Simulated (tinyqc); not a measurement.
Interstitial-substitutional diffusion of a fast metal impurity in a wafer (kick-out and dissociative mechanisms): one step, computed by the program tinyqc.

The metal moves as an interstitial A_i and dissolves on lattice sites either by kicking out a self-interstitial (A_i = A_s + I) or by filling a vacancy (A_i + V = A_s). With A_i at its solubility, local equilibrium and c = C_s/C_s*, self-interstitials and vacancies obey C_I/C_I* = 1/c and C_V/C_V* = c.

Problem. Diffusivity against concentration. In defect-free silicon dc/dt = d/dx [(D_K/c^2 + D_F) dc/dx], c = 1 at both faces. D_K = D_I C_I*/C_s* and D_F = D_V C_V*/C_s*. The two terms are equal at c* = sqrt(D_K/D_F). Take c = 1, 0.5, 0.2, 0.1, 0.03 and 0.01.

Inputs (values chosen for the exercise, loosely like those of gold in silicon): temperature T = 950 C.

D_K = 1.821966e-10 cm^2/s

D_F = 1.287911e-10 cm^2/s

Give: c*; Effective diffusivity (cm^2/s).

Solution.

c* = 1.1894

Effective diffusivity (cm^2/s):
```
c,kick-out term,total
1.00,1.8220e-10,3.1099e-10
0.50,7.2879e-10,8.5758e-10
0.20,4.5549e-09,4.6837e-09
0.10,1.8220e-08,1.8348e-08
0.03,2.0244e-07,2.0257e-07
0.01,1.8220e-06,1.8221e-06
```
